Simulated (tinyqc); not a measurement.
Band bending at a free surface with a continuum of surface states, surface photovoltage and Kelvin probe: one step of the calculation.

n-type bulk, xi = Ec - EF = Vt ln(Nc/Nd), p0 = ni^2/Nd, ni = sqrt(Nc Nv) exp(-Eg/(2 Vt)), Eg in volts. b is the upward band bending, u = b/Vt. Space charge per area, in units of q: Qc = sign(b) sqrt((2 eps0 eps_r Vt/q) [(Nd + dn)(exp(-u) - 1) + Nd u + (p0 + dn)(exp(u) - 1)]), with dn the excess density under light (flat quasi-Fermi levels; 0 in the dark). The states hold -Ds (E0 - xi - b): negative while the Fermi level lies above the neutrality level. Neutrality: Qc + Qf + (charge of the states) = 0.

Task. Band bending in the dark. Newton step: b(new) = b - (Qc + Qf - Ds (E0 - xi - b))/(dQc/db + Ds), dQc/db = (eps0 eps_r/q) [Nd (1 - exp(-u)) + p0 exp(u)]/Qc.

Values chosen for this exercise; band and dielectric values close to those of gallium arsenide:
- T = 300 K (temperature)
- Eg = 1.42 eV (band gap)
- eps_r = 12.9 (relative permittivity)
- Nc = 4.39e17 cm^-3 (conduction-band density of states at T)
- Nv = 8.87e18 cm^-3 (valence-band density of states at T)
- Nd = 3.5e16 cm^-3 (donor density)
- Qf = 1.4e10 cm^-2 (fixed positive charge at the surface)
- Ds = 2.7e12 cm^-2 eV^-1 (density of surface states)
- E0 = 0.3 eV (depth of their neutrality level below the conduction edge)

Constants: q = 1.602176634e-19 C, kB = 1.380649e-23 J/K, Vt = kB T/q, eps0 = 8.8541878128e-14 F/cm where lengths are in cm. Results are converted to the units shown.

b at the start = 0.19 V

Give: b after iteration 1.

Result.

b after iteration 1 = 0.1397 V

Computed by the program tinyqc: `OMP_NUM_THREADS=1 python tinyqc.py 2430129 2430130 out.jsonl`, one thread of a shared Intel Xeon 2.30GHz, about 0.01 s for the whole run.
